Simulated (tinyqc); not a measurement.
Worked calculation: RHF in the sto-6g basis, for BeH2, spin multiplicity 1. One step of it, computed by the program tinyqc.

Question. Iteration 2: building the Fock matrix. J_ij = sum D_kl (ij|kl), K_ij = sum D_kl (ik|jl); F = H + J - 0.5 K; E = tr D H + tr D J / 2 - 0.25 tr D K + E_nn.

D after iteration 1, order 1Be 1s, 1Be 2s, 1Be 2px, 1Be 2py, 1Be 2pz, 2H 1s, 3H 1s:
$$\begin{pmatrix}
2.081684 & -0.207196 & 0.000000 & -0.000058 & 0.000000 & -0.179102 & -0.177075 \\
-0.207196 & 0.605322 & 0.000000 & -0.006546 & 0.000000 & 0.422992 & 0.425896 \\
0.000000 & 0.000000 & 0.000000 & 0.000000 & 0.000000 & 0.000000 & 0.000000 \\
-0.000058 & -0.006546 & 0.000000 & 0.609793 & 0.000000 & 0.401790 & -0.402968 \\
0.000000 & 0.000000 & 0.000000 & 0.000000 & 0.000000 & 0.000000 & 0.000000 \\
-0.179102 & 0.422992 & 0.000000 & 0.401790 & 0.000000 & 0.566948 & 0.032647 \\
-0.177075 & 0.425896 & 0.000000 & -0.402968 & 0.000000 & 0.032647 & 0.560459
\end{pmatrix}$$

core Hamiltonian H = T + V (hartree), order 1Be 1s, 1Be 2s, 1Be 2px, 1Be 2py, 1Be 2pz, 2H 1s, 3H 1s:
$$\begin{pmatrix}
-8.802380 & -2.076229 & 0.000000 & -0.000783 & 0.000000 & -0.765226 & -0.728878 \\
-2.076229 & -2.861877 & 0.000000 & -0.002654 & 0.000000 & -1.482848 & -1.447657 \\
0.000000 & 0.000000 & -2.335549 & 0.000000 & 0.000000 & 0.000000 & 0.000000 \\
-0.000783 & -0.002654 & 0.000000 & -2.590754 & 0.000000 & -1.455655 & 1.434289 \\
0.000000 & 0.000000 & 0.000000 & 0.000000 & -2.335549 & 0.000000 & 0.000000 \\
-0.765226 & -1.482848 & 0.000000 & -1.455655 & 0.000000 & -2.391534 & -0.202771 \\
-0.728878 & -1.447657 & 0.000000 & 1.434289 & 0.000000 & -0.202771 & -2.363241
\end{pmatrix}$$

Two-electron integrals (ij|kl) in chemists' order, unique and non-zero (hartree):
```
(11|11) 2.299996    (21|11) 0.361879    (21|21) 0.071926    (22|11) 0.570332
(22|21) 0.139654    (22|22) 0.417773    (31|31) 0.015252    (32|31) 0.022555
(32|32) 0.092340    (33|11) 0.570332    (33|21) 0.139654    (33|22) 0.417773
(33|33) 0.450117    (41|41) 0.015252    (42|41) 0.022555    (42|42) 0.092340
(43|43) 0.024258    (44|11) 0.570332    (44|21) 0.139654    (44|22) 0.417773
(44|33) 0.401601    (44|44) 0.450117    (51|51) 0.015252    (52|51) 0.022555
(52|52) 0.092340    (53|53) 0.024258    (54|54) 0.024258    (55|11) 0.570332
(55|21) 0.139654    (55|22) 0.417773    (55|33) 0.401601    (55|44) 0.401601
(55|55) 0.450117    (61|11) 0.137243    (61|21) 0.026393    (61|22) 0.050695
(61|33) 0.050285    (61|41) 0.002591    (61|42) 0.004900    (61|44) 0.051515
(61|55) 0.050285    (61|61) 0.010236    (62|11) 0.261688    (62|21) 0.064694
(62|22) 0.203342    (62|33) 0.196496    (62|41) 0.009038    (62|42) 0.048311
(62|44) 0.217035    (62|55) 0.196496    (62|61) 0.025901    (62|62) 0.135536
(63|31) 0.007045    (63|32) 0.029936    (63|43) 0.008945    (63|63) 0.014405
(64|11) 0.259801    (64|21) 0.065186    (64|22) 0.214541    (64|33) 0.202090
(64|41) 0.014918    (64|42) 0.076192    (64|44) 0.239441    (64|55) 0.202090
(64|61) 0.027678    (64|62) 0.164212    (64|64) 0.208546    (65|51) 0.007045
(65|52) 0.029936    (65|54) 0.008945    (65|65) 0.014405    (66|11) 0.425600
(66|21) 0.107445    (66|22) 0.370803    (66|33) 0.344449    (66|41) 0.019775
(66|42) 0.127442    (66|44) 0.423509    (66|55) 0.344449    (66|61) 0.044982
(66|62) 0.300242    (66|64) 0.389543    (66|66) 0.774999    (71|11) 0.130602
(71|21) 0.025126    (71|22) 0.048301    (71|33) 0.047908    (71|41) -0.002469
(71|42) -0.004683   (71|44) 0.049084    (71|55) 0.047908    (71|61) 0.008844
(71|62) 0.020609    (71|64) 0.019719    (71|66) 0.033371    (71|71) 0.009279
(72|11) 0.254664    (72|21) 0.062999    (72|22) 0.198721    (72|33) 0.191940
(72|41) -0.008808   (72|42) -0.047547   (72|44) 0.212282    (72|55) 0.191940
(72|61) 0.021066    (72|62) 0.076360    (72|64) 0.071496    (72|66) 0.127555
(72|71) 0.024050    (72|72) 0.130441    (73|31) 0.006782    (73|32) 0.029013
(73|43) -0.008748   (73|63) 0.006765    (73|73) 0.013667    (74|11) -0.254995
(74|21) -0.064009   (74|22) -0.211391   (74|33) -0.199096   (74|41) 0.014504
(74|42) 0.074872    (74|44) -0.235981   (74|55) -0.199096   (74|61) -0.020355
(74|62) -0.072323   (74|64) -0.063038   (74|66) -0.116485   (74|71) -0.025887
(74|72) -0.159195   (74|74) 0.203284    (75|51) 0.006782    (75|52) 0.029013
(75|54) -0.008748   (75|65) 0.006765    (75|75) 0.013667    (76|11) 0.034461
(76|21) 0.008269    (76|22) 0.023840    (76|33) 0.023411    (76|41) -0.000009
(76|42) -0.000058   (76|44) 0.024697    (76|55) 0.023411    (76|61) 0.003021
(76|62) 0.011942    (76|64) 0.012855    (76|66) 0.022585    (76|71) 0.002882
(76|72) 0.011744    (76|74) -0.012779   (76|76) 0.001391    (77|11) 0.418624
(77|21) 0.105758    (77|22) 0.367105    (77|33) 0.340894    (77|41) -0.019268
(77|42) -0.126303   (77|44) 0.419525    (77|55) 0.340894    (77|61) 0.034517
(77|62) 0.129393    (77|64) 0.116819    (77|66) 0.213936    (77|71) 0.042182
(77|72) 0.293974    (77|74) -0.383847   (77|76) 0.022585    (77|77) 0.774999
```

nuclear repulsion = 3.63943497 hartree

Give: Coulomb J; exchange K; Fock matrix F; total energy of this density.

Answer.

Coulomb J (hartree), order 1Be 1s, 1Be 2s, 1Be 2px, 1Be 2py, 1Be 2pz, 2H 1s, 3H 1s:
$$\begin{pmatrix}
6.566 & 1.208 & 0.000 & 0.001 & 0.000 & 0.454 & 0.432 \\
1.208 & 2.703 & 0.000 & 0.001 & 0.000 & 1.370 & 1.338 \\
0.000 & 0.000 & 2.633 & 0.000 & 0.000 & 0.000 & 0.000 \\
0.001 & 0.001 & 0.000 & 2.845 & 0.000 & 1.477 & -1.454 \\
0.000 & 0.000 & 0.000 & 0.000 & 2.633 & 0.000 & 0.000 \\
0.454 & 1.370 & 0.000 & 1.477 & 0.000 & 2.625 & 0.162 \\
0.432 & 1.338 & 0.000 & -1.454 & 0.000 & 0.162 & 2.600
\end{pmatrix}$$

exchange K (hartree), order 1Be 1s, 1Be 2s, 1Be 2px, 1Be 2py, 1Be 2pz, 2H 1s, 3H 1s:
$$\begin{pmatrix}
4.655 & 0.754 & 0.000 & 0.000 & 0.000 & 0.296 & 0.282 \\
0.754 & 0.929 & 0.000 & 0.003 & 0.000 & 0.696 & 0.685 \\
0.000 & 0.000 & 0.169 & 0.000 & 0.000 & 0.000 & 0.000 \\
0.000 & 0.003 & 0.000 & 1.081 & 0.000 & 0.743 & -0.735 \\
0.000 & 0.000 & 0.000 & 0.000 & 0.169 & 0.000 & 0.000 \\
0.296 & 0.696 & 0.000 & 0.743 & 0.000 & 1.209 & 0.072 \\
0.282 & 0.685 & 0.000 & -0.735 & 0.000 & 0.072 & 1.194
\end{pmatrix}$$

Fock matrix F (hartree), order 1Be 1s, 1Be 2s, 1Be 2px, 1Be 2py, 1Be 2pz, 2H 1s, 3H 1s:
$$\begin{pmatrix}
-4.563 & -1.245 & 0.000 & 0.000 & 0.000 & -0.460 & -0.438 \\
-1.245 & -0.623 & 0.000 & -0.003 & 0.000 & -0.461 & -0.453 \\
0.000 & 0.000 & 0.213 & 0.000 & 0.000 & 0.000 & 0.000 \\
0.000 & -0.003 & 0.000 & -0.287 & 0.000 & -0.350 & 0.348 \\
0.000 & 0.000 & 0.000 & 0.000 & 0.213 & 0.000 & 0.000 \\
-0.460 & -0.461 & 0.000 & -0.350 & 0.000 & -0.371 & -0.077 \\
-0.438 & -0.453 & 0.000 & 0.348 & 0.000 & -0.077 & -0.360
\end{pmatrix}$$

total energy of this density = -15.72078 hartree
